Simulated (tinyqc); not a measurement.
# Non-linearity against on/off ratio

Worst-case read of an N x N array without selectors, ideal wires, unselected lines floating and all unselected cells in the low state with resistance K Ron: the sneak path is Rsn = K Ron [2/(N - 1) + 1/(N - 1)^2], in parallel with the selected cell Rc. A sense resistor Ron to ground gives Vout = Vr Ron/(Ron + Rc Rsn/(Rc + Rsn)); margin = [Vout(Rc = Ron) - Vout(Rc = ra Ron)]/Vr. Here N = 48; the columns give the margin for ra = 8, 100 and 500.

Results:
```
K      Rsn/Ron  margin, ra = 8 (%)  margin, ra = 100 (%)  margin, ra = 500 (%)
1     0.043006             0.14214               0.16158               0.16294
3      0.12902              1.0110                1.1589                1.1693
10     0.43006              5.8633                6.8627                6.9348
30      1.2902              16.594                19.985                20.237
300     12.902              35.025                43.819                44.500
1000    43.006              37.663                47.356                48.112
3000    129.02              38.474                48.449                49.227
```

Estimate the missing row, K = 100.

Computed row:
```
K    Rsn/Ron  margin, ra = 8 (%)  margin, ra = 100 (%)  margin, ra = 500 (%)
100   4.3006              28.871                35.689                36.210
```

With this row back in the table: At K = 1 the margin is 0.142 % for ra = 8 and 0.163 % for ra = 500: an on/off ratio 62.5 times larger gains a factor of only 1.15, because the sneak path (0.043 Ron) shunts the cell. Raising K to 3000 lifts the margin at ra = 100 from 0.162 to 48.4 %.

tinyqc, about 0.04 s, one thread, Intel Xeon 2.30GHz (shared host): `OMP_NUM_THREADS=1 python tinyqc.py 2880148 2880149 out.jsonl`
